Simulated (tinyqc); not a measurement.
From results back to parameters: round or elliptic silicon nanowire with anisotropic valleys (Ritz method). Four cases, with inputs chosen for the exercise.

Problem. For a circular wire every level scales as 1/R^2. The lowest level of group A was computed from a hidden radius.

Wire along x = [110] on a (001) wafer, y = [-110], z = [001]. Valley groups (w = inverse masses): A, two valleys along z: w_y = 1/mt, w_z = 1/ml, m_x = mt; B, four valleys in the wafer plane: w_y = (1/ml + 1/mt)/2, w_z = 1/mt, m_x = (ml + mt)/2.

Hard wall on the ellipse (y/a)^2 + (z/b)^2 = 1, c = hbar^2/2m0. With u = y/a, v = z/b the operator is -c [(w_y/a^2) d2/du2 + (w_z/b^2) d2/dv2] on the unit disc. Basis (1 - u^2 - v^2) u^i v^j; S, X and Y are the disc integrals of f f', (df/du)(df'/du) and (df/dv)(df'/dv), from the integral of u^p v^q = 2 Gamma((p+1)/2) Gamma((q+1)/2)/((p + q + 2) Gamma((p+q+2)/2)) for even p, q; H = c (w_y X/a^2 + w_z Y/b^2).

Converged values use 21 functions of each parity class (e or o in u, then in v).

Constants: hbar^2/2m0 = 3.80998211 eV angstrom^2.

Case 1.

Values chosen (out of a larger set: near those of a Si nanowire; not measured data): ml = 0.915 m0 (longitudinal mass); mt = 0.191 m0 (transverse mass).

level = 0.071326 eV

Case 2.

Values chosen (out of a larger set: near those of a Si nanowire; not measured data): ml = 0.928 m0 (longitudinal mass); mt = 0.192 m0 (transverse mass).

level = 0.044753 eV

Case 3.

Values chosen (out of a larger set: near those of a Si nanowire; not measured data): ml = 0.9 m0 (longitudinal mass); mt = 0.187 m0 (transverse mass).

level = 0.242032 eV

Case 4.

Values chosen (out of a larger set: near those of a Si nanowire; not measured data): ml = 0.924 m0 (longitudinal mass); mt = 0.191 m0 (transverse mass).

level = 0.093846 eV

Find: E R^2/c; R.

Solution.

Case 1.

E R^2/c = 17.991
R = 31.0 angstrom

Solve once for R = 1 and scale. The mean inverse mass would give 2.404826^2 (1/mt + 1/ml)/2 = 18.299, 1.7 % too high.

Case 2.

E R^2/c = 17.866
R = 39.0 angstrom

Solve once for R = 1 and scale. The mean inverse mass would give 2.404826^2 (1/mt + 1/ml)/2 = 18.176, 1.7 % too high.

Case 3.

E R^2/c = 18.359
R = 17.0 angstrom

Solve once for R = 1 and scale. The mean inverse mass would give 2.404826^2 (1/mt + 1/ml)/2 = 18.676, 1.7 % too high.

Case 4.

E R^2/c = 17.957
R = 27.0 angstrom

Solve once for R = 1 and scale. The mean inverse mass would give 2.404826^2 (1/mt + 1/ml)/2 = 18.269, 1.7 % too high.

Computed by tinyqc, one run a case: `OMP_NUM_THREADS=1 python tinyqc.py N N+1 out.jsonl` with N = 1251191, 1251220, 1251279, 1251362; one thread of a shared Intel(R) Xeon(R) Processor @ 2.30GHz, about 0.07 s a run at most.
